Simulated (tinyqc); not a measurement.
Strain-driven crossing of the Gamma and L valleys in a germanium-like crystal alloyed with tin: one step. Electrons in the Gamma valley. Two cases, with inputs chosen for the exercise.

Question. Non-degenerate, parabolic: share = mG^(3/2)/(mG^(3/2) + (mL^(3/2)/4) sum_i exp(-(E_Li - E_Gamma)/kT)). Also the offset at which four equal L valleys hold half of the electrons, kT ln((mL/mG)^(3/2)), and the wavelength hc/E of the direct gap.

Constants: kB = 8.617333262e-05 eV/K; hc = 1239.841984 eV nm.

Give: (mL/mG)^(3/2); share in Gamma; offset for an even split; wavelength.

Case 1.

Values chosen (out of a larger set: near those of Ge, gaps at low temperature; not measured data):
- mG = 0.0402 m0 (mass at Gamma)
- mL = 0.554 m0 (density-of-states mass of the four L valleys together)
- T = 300 K (temperature)

Gamma edge = 0.648297 eV

L edges (eV): [111] 0.605565, [1-1-1] 0.605565, [-11-1] 0.605565, [-1-11] 0.605565

direct and indirect gap (eV): 0.631783  0.589051

Answer.

(mL/mG)^(3/2) = 51.16
share in Gamma = 0.373 %
offset for an even split = 101.7 meV
wavelength = 1962 nm

With the L valleys as they lie here, Gamma must be 102 meV below the lowest of them to hold half of the electrons at 300 K; it lies 43 meV above. A direct gap alone is not enough.

Case 2.

Values chosen (out of a larger set: near those of Ge, gaps at low temperature; not measured data):
- mG = 0.0402 m0 (mass at Gamma)
- mL = 0.586 m0 (density-of-states mass of the four L valleys together)
- T = 77 K (temperature)

Gamma edge = 0.927305 eV

L edges (eV): [111] 0.587085, [1-1-1] 0.853638, [-11-1] 0.853638, [-1-11] 0.587085

direct and indirect gap (eV): 0.825402  0.485182

Answer.

(mL/mG)^(3/2) = 55.66
share in Gamma = 1.94e-22 %
offset for an even split = 26.7 meV
wavelength = 1502 nm

With the L valleys as they lie here, Gamma must be 22 meV below the lowest of them to hold half of the electrons at 77 K; it lies 340 meV above. A direct gap alone is not enough.

Computed by tinyqc, one run a case: `OMP_NUM_THREADS=1 python tinyqc.py N N+1 out.jsonl` with N = 1080574, 1080611; one thread of a shared Intel(R) Xeon(R) Processor @ 2.30GHz, about 0.01 s a run at most.
